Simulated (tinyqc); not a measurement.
# Precursor delivery by bubblers, mass-transport growth and the solid composition of a III-V alloy, step by step

A worked calculation. Computed by tinyqc, a small Python program that keeps every step. Command: `OMP_NUM_THREADS=1 python tinyqc.py 3020108 3020109 out.jsonl movpe_thermo walk`. One thread of a shared host (Intel(R) Xeon(R) Processor @ 2.30GHz), about 0.01 s of CPU time with the checks. Intermediate numbers are printed to about 5 digits and carried at full precision; extremes and crossings named in words are read from the listed rows.

1 sccm = 44.615 micromol/min; 1 torr = 133.322 Pa. The sources decompose fully at the surface.

Inputs (values chosen for the exercise, modelled on trimethylgallium (source 1) and trimethylindium (source 2) for the vapour pressures):
```
quantity                                                                                                  value        unit
bath temperature T1                                                                                         264           K
bath temperature T2                                                                                         301           K
bubbler pressure p_b                                                                                       1400        torr
carrier flow F1                                                                                             2.6        sccm
carrier flow F2                                                                                              83        sccm
total flow F_t                                                                                               21         slm
group-V flow F_V                                                                                             87        sccm
reactor pressure p                                                                                          760        torr
growth temperature T                                                                                       1070           K
diffusivity at 273 K and 760 torr                                                                          0.45      cm^2/s
flow cross-section A                                                                                         31        cm^2
distance from the leading edge z                                                                            7.8          cm
lattice constant a                                                                                         5.61    angstrom
interaction L0 of the solid                                                                                6.81      kJ/mol
log10 of p_B,eq over pure BC at 1000 K and 1 torr of group V (exaggerated: liquid indium has about -4.1)   -2.8  log10 torr
enthalpy of that equilibrium H                                                                              277      kJ/mol
```

Alloy: mixing on the group-III sites, with desorption of B.

constants a, b of source 1 (log10 torr, K): 8.092  1703

constants a, b of source 2 (log10 torr, K): 10.5  3014

Constants: k_B = 1.380649e-23 J/K; R = 8.314462618 J/(mol K).

## Bubblers

log10 p_v = a - b/T_bath; molar flow = F x 44.615 x p_v/(p_b - p_v) for a saturated bubbler.

vapour pressure 1 = 43.777 torr

molar flow 1 = 3.7443 micromol/min

vapour pressure 2 = 3.0670 torr

molar flow 2 = 8.1301 micromol/min

One kelvin of bath error changes flow 1 by 5.8 % and flow 2 by 7.7 %.

## Partial pressures in the reactor

p_i = p n_i/(44615 F_t), F_t in slm; p_V = p F_V/(1000 F_t), counted per molecule supplied; V/III = 44.615 F_V/(n1 + n2); vapour fraction of source 2 = n2/(n1 + n2).

p_1 = 0.0030372 torr

p_2 = 0.0065949 torr

p_V = 3.1486 torr

V/III ratio = 326.88

vapour fraction of source 2 = 0.68468

## Mass transport

Mean velocity u = (F_t/A)(760/p)(T/273); D = D0 (T/273)^1.75 (760/p); boundary layer delta = sqrt(pi D z/u); flux = D dp/(delta k_B T); growth rate = flux x a^3/4.

velocity u = 44.251 cm/s

D = 4.9130 cm^2/s

boundary layer delta = 1.6494 cm

growth rate per torr of group III = 42.715 micrometre/(h torr)

Caution: the boundary layer is a quarter or more of the root of the cross-section, so it fills much of the channel and depletion along the flow matters.

## Solid composition

A sticks fully. B desorbs: its surface pressure is p_B* = x gamma_B K/sqrt(p_V), ln gamma_B = L0 (1 - x)^2/(R T), K = 10^(log10 K at 1000 K) exp[-(H/R)(1/T - 1/1000)], p_V in torr. With equal diffusivities x = (p_2 - p_B*)/(p_1 + p_2 - p_B*). Growth rate = rate per torr x p_1/(1 - x).

K/sqrt(p_V) = 0.0078976 torr

solid fraction x = 0.42673

share of B incorporated, 1 - p_B*/p_2 = 0.34281

growth rate = 0.22631 micrometre/h

Only 34 % of the B supplied is built in; more group V or a lower T would raise it.

## Incorporation against temperature

A sticks fully. B desorbs: its surface pressure is p_B* = x gamma_B K/sqrt(p_V), ln gamma_B = L0 (1 - x)^2/(R T), K = 10^(log10 K at 1000 K) exp[-(H/R)(1/T - 1/1000)], p_V in torr. With equal diffusivities x = (p_2 - p_B*)/(p_1 + p_2 - p_B*).

At fixed flows:
```
T (K)  K/sqrt(p_V) (torr)        x  share of B incorporated, 1 - p_B*/p_2
897            1.9478e-05  0.68420                                0.99779
946            1.3336e-04  0.68139                                0.98495
991            6.6000e-04  0.66803                                0.92677
1024           1.9501e-03  0.63222                                0.79169
1064           6.6259e-03  0.47224                                0.41209
1103           2.0047e-02  0.17944                                0.10071
1148           6.5501e-02  0.05167                                0.02509
1216           3.3193e-01  0.01022                                0.00476
```

x equals the vapour fraction 0.685 while gamma_B K/sqrt(p_V) is small against p_1 + p_2 = 0.0096 torr and falls once it is not. Between the last rows the apparent energy R d ln x/d(1/T) is 277 kJ/mol, against H = 277.

Checks made by the program: the sensitivity to the bath against a difference (relative difference below 1e-10).
